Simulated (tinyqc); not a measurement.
## One-dimensional ballistic tunnel FET, two-band WKB: effect of temperature

A p-type source for x < 0 with its Fermi level at 0 and its valence edge at ds; in the channel the bands fall as D exp(-x/lam) towards their flat values, with the conduction edge at Ec = ds - dP and D = dP + Eg. The gate moves dP one to one. The drain Fermi level lies at -Vd and the drain side reflects nothing. For w = E - Ec between 0 and dP an electron crosses the gap. Two-band dispersion with equal masses m: inside the gap kappa = sqrt(m u (1 - u/Eg)/C), u the distance from a band edge, C = hbar^2/(2 m0).

S(w) = 2 lam int_0^Eg kappa(u) du/(w + Eg - u) = 2 pi lam sqrt(m/(C Eg)) [w + Eg/2 - sqrt(w (w + Eg))], T(w) = exp(-S). I = g (2 q^2/h) int_0^dP T(w) [f(E) - f(E + Vd)] dw, E = ds - dP + w, f(x) = 1/(1 + exp(x/Vt)). Swing = d(dP)/d(log10 I).

Parameters, values chosen for the exercise; band and dielectric values close to those of gallium arsenide:

| symbol | value | unit | meaning |
|---|---|---|---|
| Eg | 1.4 | eV | band gap |
| m | 0.073 | m0 | band-edge mass of the two-band model |
| lam | 2.7 | nm | screening length of the source junction |
| ds | 0.06 | eV | source valence edge above the source Fermi level |
| Vd | 0.3 | V | drain bias |
| g | 1 |  | number of degenerate subbands (spin apart) |
| dP | 0.4 | eV | tunnelling window Ev(source) - Ec(channel) |

Constants: q = 1.602176634e-19 C, kB = 1.380649e-23 J/K, hbar = 1.054571817e-34 J s, h = 6.62607015e-34 J s, m0 = 9.1093837015e-31 kg, Vt = kB T/q, hbar^2/(2 m0) = 0.0380998212 eV nm^2. Results are converted to the units shown.

Effect of temperature:
```
T (K)   I (uA)  swing (mV/decade)  Vt ln 10 (mV/decade)
77     0.03647              236.3                 15.28
150    0.03687              238.4                 29.76
200    0.03713              240.1                 39.68
250    0.03730              241.8                 49.61
300    0.03736              243.4                 59.53
350    0.03731              244.9                 69.45
400    0.03717              246.4                 79.37
```

Read the table: what changes, and by how much?

I goes from 0.0365 through a maximum of 0.0374 (at T = 300 K among the rows listed) to 0.0372 uA, and the swing rises from 236 to 246 mV/decade, while the thermionic limit rises from 15.3 to 79.4 mV/decade. Gap and mass are held fixed.

Numbers from tinyqc (`OMP_NUM_THREADS=1 python tinyqc.py 2620010 2620011 out.jsonl`; about 0.01 s on one thread of a shared Intel Xeon 2.30GHz).
